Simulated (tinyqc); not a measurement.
Pillar capacitor in an array: capacitance, non-linearity, leakage and relaxation: one step of the calculation.

A film between two metal electrodes, each interface adding a series capacitance ci. The small-signal permittivity is ek (1 + aq E^2); the field is found with the linear permittivity. Leakage J = J0 sinh(E/Ef). After a voltage step the film passes a relaxation current kr C V tt^(-nr), tt being the time in seconds. The sidewall is a coaxial capacitor with radii a = dm/2 and b = dm/2 + t, depth AR dm; the end face is left out.

Problem. Cell capacitance, fields and time constant. Per length 1/c = ln(b/a)/(2 pi eps0 ek) + (1/a + 1/b)/(2 pi ci); cell capacitance c AR dm; per footprint over pt^2; fields c V/(2 pi eps0 ek r) at r = a and b; resistance of the inner electrode rho AR dm/(pi a^2); time constant R C/3 of the distributed line.

Values chosen for this exercise; permittivity of the order of that of titanium dioxide: relative permittivity of the film ek = 79.4; film thickness t = 6.4 nm; capacitance of each electrode interface (dead layer and screening) ci = 1000 uF/cm^2; bias V = 1.9 V; diameter of the pillar dm = 76 nm; aspect ratio, depth over diameter AR = 50; pitch of the square array pt = 170 nm; resistivity of the inner electrode rho = 1300 uohm cm.

Constants: eps0 = 8.8541878128e-14 F/cm where lengths are in cm. Results are converted to the units shown.

Give: a; b; cell capacitance; capacitance per footprint; field at a; field at b; R; R C/3.

Solution.

a = 38.00 nm
b = 44.40 nm
cell capacitance = 105.5 fF
capacitance per footprint = 365.1 uF/cm^2
field at a = 3.143 MV/cm
field at b = 2.690 MV/cm
R = 10.89 kohm
R C/3 = 383.0 ps

The array gives 34.0 times the planar capacitance per footprint; curvature makes the field at the inner electrode 1.08 times the planar value.

tinyqc, about 0.01 s, one thread, Intel Xeon 2.30GHz (shared host): `OMP_NUM_THREADS=1 python tinyqc.py 2102070 2102071 out.jsonl`
